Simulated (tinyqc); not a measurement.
Worked calculation: liquidus of a compound AB in a simple-solution melt, liquid-phase epitaxy and vapour pressures. Computed by tinyqc, a small Python program that keeps every step. Command: `OMP_NUM_THREADS=1 python tinyqc.py 3019171 3019172 out.jsonl liq35 walk`. One thread of a shared host (Intel(R) Xeon(R) Processor @ 2.30GHz), about 0.04 s of CPU time with the checks. Intermediate numbers are printed to about 7 digits and carried at full precision; extremes and crossings named in words are read from the listed rows.

x is the atom fraction of B in the melt. The melt is a simple solution: R T ln gamma_B = W (1 - x)^2, R T ln gamma_A = W x^2, W = a + b T. The solid AB is stoichiometric.

Inputs (values chosen for the exercise, modelled on InAs for the melt):

| quantity | value | unit |
|---|---|---|
| melting point T_F | 1215 | K |
| entropy of fusion S_F | 59.7 | J/(mol K) |
| interaction a | 15.9 | kJ/mol |
| interaction slope b | -39.4 | J/(mol K) |
| saturation temperature T | 771 | K |
| step dT | 5.1 | K |
| cooling rate c | 0.31 | K/min |
| growth time t | 1.4 | min |
| diffusivity in the melt D | 2.7e-05 | cm^2/s |
| molar volume of the melt V_L | 17.5 | cm^3/mol |
| lattice constant a0 | 6.058 | angstrom |
| melt depth w | 5 | mm |
| heat of evaporation of A | 254 | kJ/mol |
| entropy of evaporation of A | 103 | J/(mol K) |
| heat of evaporation of B as (1/2) B2 | 90.1 | kJ/mol |
| entropy of evaporation of B as (1/2) B2 | 59.9 | J/(mol K) |

Growth programme: step cooling.

Constants: R = 8.314462618 J/(mol K); N_A = 6.02214076e+23 1/mol; k_B = 8.617333262e-05 eV/K.

## Solubility on the A-rich side

Liquidus (Vieland): f(x) = R T ln[4 x (1 - x)] + 2 W (1/2 - x)^2 + S_F (T_F - T) = 0. Newton steps with f' = (1 - 2x)[R T/(x (1 - x)) - 2 W], from the dilute estimate x = (1/4) exp[-(S_F (T_F - T) + W/2)/(R T)]; stop below 1e-13; f under 1e-6 shown as 0.

W = -14.4774 kJ/mol

Newton steps:

| step | x | f (J/mol) | f' (J/mol) |
|---|---|---|---|
| 1 | 0.01237562 | 2.740707e+02 | 539737.6 |
| 2 | 0.01186783 | -5.556773e+00 | 561933.4 |
| 3 | 0.01187772 | -2.227230e-03 | 561483.1 |
| 4 | 0.01187773 | 0 | 561482.9 |

solubility x = 0.01187773

The dilute estimate is 1.042 of the root. An ideal melt (W = 0) would dissolve x = 0.0040; the B-rich branch lies at 1 - x.

## Slope of the liquidus

dx/dT = -(df/dT)/f', df/dT = R ln[4 x (1 - x)] + 2 b (1/2 - x)^2 - S_F, f' = (1 - 2x)[R T/(x (1 - x)) - 2 W]. Concentrations: C_L = x N_A/V_L in the melt, C_S = 4/a0^3 in the solid; m = dT/dC_L.

dx/dT = 1.850581e-04 1/K

C_L = 4.087391e+20 1/cm^3

C_S = 1.799170e+22 1/cm^3

slope m = 1.570287e-19 K cm^3

apparent heat of solution k_B T^2 d ln x/dT = 0.7980984 eV

## Layer thickness

Semi-infinite melt (Hsieh): step d = 2 dT sqrt(D t/pi)/(C_S m); ramp d = (4/3) c sqrt(D/pi) t^(3/2)/(C_S m); supercooling is their sum. A melt of depth w can give at most w (undercooling)/(C_S m).

thickness d = 0.9700532 micrometre

largest thickness from this melt = 9.025868 micrometre

sqrt(D t)/w = 0.09524705

The layer uses 11 % of what the melt could give.

## Three programmes

The formulas are those given above.

Thickness (micrometre):

| t (min) | step | ramp | supercooling | sqrt(D t) (mm) |
|---|---|---|---|---|
| 0.2 | 0.366646 | 2.971507e-03 | 0.369617 | 0.180000 |
| 0.5 | 0.579718 | 1.174591e-02 | 0.591464 | 0.284605 |
| 1.0 | 0.819845 | 3.322246e-02 | 0.853067 | 0.402492 |
| 2.0 | 1.159435 | 9.396731e-02 | 1.253403 | 0.569210 |
| 5.0 | 1.833228 | 3.714384e-01 | 2.204667 | 0.900000 |
| 10.0 | 2.592576 | 1.050586e+00 | 3.643163 | 1.272792 |
| 20.0 | 3.666457 | 2.971507e+00 | 6.637964 | 1.800000 |

Step cooling goes as t^(1/2), ramp cooling as t^(3/2); they are equal at t = 3 dT/(2 c) = 24.7 min. The local exponent of their sum runs from 0.51 to 0.87. Rows with sqrt(D t) above about half the depth of 5 mm are overestimates.

## Vapour pressures and congruent evaporation

Over the A-rich liquidus: p_A = gamma_A (1 - x) exp(S_A/R - H_A/(R T)), p_B2 = [gamma_B x exp(S_B/R - H_B/(R T))]^2, in bar. Free evaporation is congruent while the A flux over this liquidus is at least the B flux; with A and B2 taken as equal in mass for the estimate, T_c solves p_A = 2 p_B2.

log10 p_A = -11.83323

log10 p_B2 = -11.71642

congruent temperature T_c = 695.7051 K

T is above T_c: in vacuum B leaves faster and droplets of A form unless a B flux is supplied.

## The liquidus

The formulas are those given above.

Solubility; ideal: W = 0; dilute: (1/4) exp[-(S_F (T_F - T) + W/2)/(R T)]:

| T (K) | x | ideal | dilute | W (kJ/mol) |
|---|---|---|---|---|
| 608 | 4.269037e-04 | 1.926662e-04 | 4.273022e-04 | -8.0552 |
| 705 | 3.776773e-03 | 1.389051e-03 | 3.820316e-03 | -11.8770 |
| 802 | 1.878767e-02 | 6.234823e-03 | 2.010634e-02 | -15.6988 |
| 899 | 5.883713e-02 | 2.045557e-02 | 7.394825e-02 | -19.5206 |
| 996 | 1.287141e-01 | 5.452948e-02 | 2.110361e-01 | -23.3424 |
| 1094 | 2.278827e-01 | 1.298516e-01 | 5.040410e-01 | -27.2036 |
| 1166 | 3.300562e-01 | 2.448176e-01 | 8.704795e-01 | -30.0404 |
| 1203 | 4.168309e-01 | 3.685478e-01 | 1.123704e+00 | -31.4982 |

x over the ideal value is 2.22 in the first row and 1.13 in the last, and lies between 1.13 and 3.01: W > 0 lowers the solubility and W < 0 raises it, by about exp(-W/(2 R T)) when dilute. The dilute form is within 5 % in 2 of the eight rows. Near T_F the liquidus closes as a parabola about x = 1/2.

Checks made by the program: x against bracketed root finding (relative difference below 1e-10).
